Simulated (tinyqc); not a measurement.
# Worked calculation: free and trapped electrons in a MOS channel with a dense trap tail

tinyqc, about 0.02 s, one thread, Intel Xeon 2.30GHz (shared host): `OMP_NUM_THREADS=1 python tinyqc.py 2222215 2222216 out.jsonl` Printed values are rounded.

p-type body, charge-sheet picture, full ionisation (an idealisation for deep acceptors), Boltzmann statistics for free electrons. e = Ec - EF at the surface. Acceptor-like traps of density D(E) = D0 + De exp(-E/Ew) at depth E below Ec, from 0 to Eu, hold n_t = integral of D(E)/(1 + exp((e - E)/Vt)). psi = Eg - Vt ln(Nv/Na) - e; N_dep = sqrt(2 eps0 eps_r Na (psi - Vt)/q); n_f = sqrt(N_dep^2 + 2 eps0 eps_r Vt Nc exp(-e/Vt)/q) - N_dep; Vg = Vfb + psi + q (N_dep + n_t + n_f)/Cox, Cox = eps0 eox/tox.

Values chosen for this exercise; band and dielectric values close to those of 4H silicon carbide:
- T = 400 K (temperature)
- Eg = 3.2 eV (band gap)
- eps_r = 9.62 (relative permittivity)
- Nc = 2.57e19 cm^-3 (conduction-band density of states at T)
- Nv = 3.93e19 cm^-3 (valence-band density of states at T)
- eox = 3.9 (relative permittivity of the insulator)
- tox = 51 nm (insulator thickness)
- Na = 8.4e16 cm^-3 (acceptor density)
- Vfb = -2.46 V (flat-band voltage without trapped charge)
- D0 = 2.5e10 cm^-2 eV^-1 (constant background density of acceptor-like traps)
- De = 3.6e12 cm^-2 eV^-1 (density of the tail at the conduction edge)
- Ew = 0.06 eV (decay energy of the tail)
- Eu = 0.7 eV (depth below Ec down to which the traps reach)
- mf = 83 cm^2/(V s) (mobility of free electrons)
- e = 0.19 eV (Ec - EF at the surface)

Constants: q = 1.602176634e-19 C, kB = 1.380649e-23 J/K, Vt = kB T/q, eps0 = 8.8541878128e-14 F/cm where lengths are in cm. Results are converted to the units shown.

## Trapped charge

Trapezoid rule on 13 equal steps from 0 to Eu, f = 1/(1 + exp((e - E)/Vt)).

```
point	E (eV)	D(E) f (cm^-2 eV^-1)
0	0	1.45768e10
1	0.0538462	2.81930e10
2	0.107692	5.24080e10
3	0.161538	8.18665e10
4	0.215385	8.41075e10
5	0.269231	5.95314e10
6	0.323077	4.06559e10
7	0.376923	3.15910e10
8	0.430769	2.77178e10
9	0.484615	2.61132e10
10	0.538462	2.54548e10
11	0.592308	2.51856e10
12	0.646154	2.50757e10
13	0.7	2.50309e10
```

n_t = 2.84148e10 cm^-2

With 1600 steps n_t = 2.846e10 cm^-2; the coarse value is 0.15 % below it.

## Charges and gate voltage

psi, N_dep, n_f and Vg as defined, with the n_t given; free share n_f/(n_f + n_t); apparent mobility mf n_f/(n_f + n_t); gate voltage spent on traps q n_t/Cox.

psi = 2.79808 V
N_dep = 1.57108e12 cm^-2
n_f = 1.20565e10 cm^-2
Vg = 4.15148 V
free share = 29.7903 %
apparent mobility = 24.7259 cm^2/(V s)
gate voltage spent on traps = 0.0672376 V
